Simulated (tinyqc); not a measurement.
## Voltage drop against the pad pitch

A grid of 17 by 17 nodes with segments Rx (rows) and Ry (columns); every node draws I1 and the central node kh I1; pads with resistance Rp sit at the nodes whose row and column are multiples of the pitch, counting from 0. The drops u = Vdd - V follow from G u = i, with G the conductance matrix and i the load currents, solved directly.

Inputs (values chosen for the exercise): supply voltage Vdd = 0.7 V; resistance of a horizontal segment Rx = 0.13 ohm; resistance of a vertical segment Ry = 0.75 ohm; resistance from a pad node to the supply Rp = 0.36 ohm; factor on the load at the hot node kh = 8; load current of a node in the large grid I1 = 0.05 mA.

Voltage drop against the pad pitch:
columns A: pitch (nodes); B: pads; C: worst drop (mV); D: mean drop (mV); E: largest drop at a pad (mV); F: largest pad current (mA); G: worst drop over Vdd (%)
```
A     B         C         D         E        F          G
1   289  0.044380  0.018436  0.044380  0.12328  0.0063400
2    81   0.10398  0.078239   0.10398  0.28882   0.014854
4    25   0.35188   0.29032   0.29318  0.81438   0.050269
8     9    1.0967   0.96296   0.81722   2.2701    0.15667
16    4    3.3653    2.8466    1.3320   3.7000    0.48075
```

The worst drop goes from 0.0444 to 3.37 mV while the number of pads falls from 289 to 4; between the last two rows it goes as pitch^(1.62). The largest drop at a pad is 100 % of the worst drop in the first row and 39.6 % in the last; the rest falls along the wires.

tinyqc, about 0.1 s, one thread, Intel Xeon 2.30GHz (shared host): `OMP_NUM_THREADS=1 python tinyqc.py 2770104 2770105 out.jsonl`
